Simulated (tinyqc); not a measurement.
# On-chip interconnect, size-dependent resistivity and RC delay, step by step

tinyqc, about 0.01 s, one thread, Intel Xeon 2.30GHz (shared host): `OMP_NUM_THREADS=1 python tinyqc.py 2100046 2100047 out.jsonl` Printed values are rounded.

A rectangular line between two neighbours and two ground planes. Surface and grain-boundary scattering are added to the bulk resistivity as corrections; capacitances are parallel-plate values without fringing; inductance is ignored.

Values chosen for this exercise; metal values close to those of copper:
- rho0 = 1.63 uohm cm (bulk resistivity)
- lam = 40.7 nm (bulk mean free path)
- ps = 0 (specular share of surface scattering)
- Rg = 0.53 (reflection coefficient of grain boundaries)
- gr = 2 (grain size over the metal width)
- wd = 39 nm (drawn line width)
- AR = 1.3 (aspect ratio, height over width)
- tl = 2.9 nm (liner on both walls and the bottom, not conducting)
- sp = 47 nm (space to the neighbouring lines)
- hd = 53 nm (dielectric height to the planes above and below)
- ek = 3.9 (relative permittivity of the dielectric)
- Mf = 1 (Miller factor of the neighbours)
- Lw = 180 um (line length)
- Rd = 1900 ohm (driver resistance)
- Cl = 1 fF (load capacitance)
- dt = 26 ps (time step)

Constants: eps0 = 8.8541878128e-12 F/m. Results are converted to the units shown.

Range of the model: The metal width is under the mean free path, where the thick-limit surface term and the simple sum of corrections lose accuracy.

## Resistivity, resistance and capacitance per length

Metal width x = wd - 2 tl, height y = AR wd - tl; grain boundaries (Mayadas-Shatzkes): al = (lam/(gr x)) Rg/(1 - Rg), g = 1/[1 - 3 al/2 + 3 al^2 - 3 al^3 ln(1 + 1/al)] - 1; surfaces (Fuchs-Sondheimer, thick limit): s = (3/8) lam (1 - ps)(1/x + 1/y); rho = rho0 (1 + g + s); r = rho/(x y); c = eps0 ek (2 wd/hd + 2 Mf AR wd/sp).

x = 33.2 nm
y = 47.8 nm
al = 0.691201
g = 0.960597
s = 0.779013
rho = 4.46556 uohm cm
r = 28.1391 ohm/um
c = 0.125319 fF/um

rho is 2.74 times the bulk value; grain boundaries add more (0.961 against 0.779). The liner takes 19.7 % of the cross-section.

## Ladder and Elmore delays

5 equal pi sections: series Rs = r Lw/5; node capacitances c Lw/5, halved at nodes 0 and 5, with Cl added to node 5; Rd feeds node 0. Elmore delay of node k: the sum, over the resistors on the path to k, of resistance times all capacitance downstream of it.

Rs = 1013.01 ohm

| node | C (fF) | Elmore delay (ps) |
|---|---|---|
| 0 | 2.25575 | 44.7592 |
| 1 | 4.51149 | 66.3380 |
| 2 | 4.51149 | 83.3466 |
| 3 | 4.51149 | 95.7851 |
| 4 | 4.51149 | 103.653 |
| 5 | 3.25575 | 106.951 |

The far-end value equals Rd (c Lw + Cl) + r Lw (c Lw/2 + Cl) for any number of pi sections; the line resistance contributes 58.2 % of it.

## Step 1: node voltages after a time step

| node | v at t = 0 (V) |
|---|---|
| 0 | 0 |
| 1 | 0 |
| 2 | 0 |
| 3 | 0 |
| 4 | 0 |
| 5 | 0 |

A 1 V step is applied behind Rd at t = 0. C dv/dt = -G v + b, with G the conductance matrix of the ladder (1/Rs between neighbours, 1/Rd added at node 0) and b = (1 V/Rd, 0, ...). Trapezoidal step: (C/dt + G/2) v(new) = (C/dt - G/2) v + b.

| node | v at t = 1 dt (V) |
|---|---|
| 0 | 0.928194 |
| 1 | 0.519902 |
| 2 | 0.294382 |
| 3 | 0.172353 |
| 4 | 0.110916 |
| 5 | 0.088471 |

## Step 2: node voltages after a time step

As before.

| node | v at t = 2 dt (V) |
|---|---|
| 0 | 0.550831 |
| 1 | 0.615027 |
| 2 | 0.529893 |
| 3 | 0.424062 |
| 4 | 0.346128 |
| 5 | 0.311891 |

## Course in time

A 1 V step is applied behind Rd at t = 0. C dv/dt = -G v + b, with G the conductance matrix of the ladder (1/Rs between neighbours, 1/Rd added at node 0) and b = (1 V/Rd, 0, ...). Trapezoidal step: (C/dt + G/2) v(new) = (C/dt - G/2) v + b. The last column solves the same ladder exactly by its modes.

Voltages (V):

| t (ps) | node 0 | node 2 | node 5 | node 5, exact |
|---|---|---|---|---|
| 26.00 | 0.928 | 0.2944 | 0.0885 | 0.1118 |
| 52.00 | 0.551 | 0.5299 | 0.3119 | 0.3225 |
| 78.00 | 0.946 | 0.5940 | 0.5029 | 0.4907 |
| 104.0 | 0.742 | 0.7330 | 0.6160 | 0.6176 |
| 130.0 | 0.979 | 0.7761 | 0.7175 | 0.7129 |
| 156.0 | 0.846 | 0.8467 | 0.7867 | 0.7844 |
| 182.0 | 0.996 | 0.8769 | 0.8400 | 0.8381 |
| 208.0 | 0.906 | 0.9118 | 0.8810 | 0.8785 |
| 234.0 | 1.004 | 0.9326 | 0.9097 | 0.9088 |
| 260.0 | 0.942 | 0.9491 | 0.9334 | 0.9315 |
| 286.0 | 1.007 | 0.9633 | 0.9493 | 0.9486 |
| 312.0 | 0.963 | 0.9704 | 0.9626 | 0.9614 |

The far end of the ladder reaches 0.5 V at 79.67 ps, 0.745 of its Elmore delay (ln 2 = 0.693 for a single pole); the slowest mode has a time constant of 90.72 ps. The largest error of the trapezoidal steps at that node is 23 mV. Node 0 swings up and down from step to step: the trapezoidal rule does not damp modes much faster than dt, so these swings are numerical.
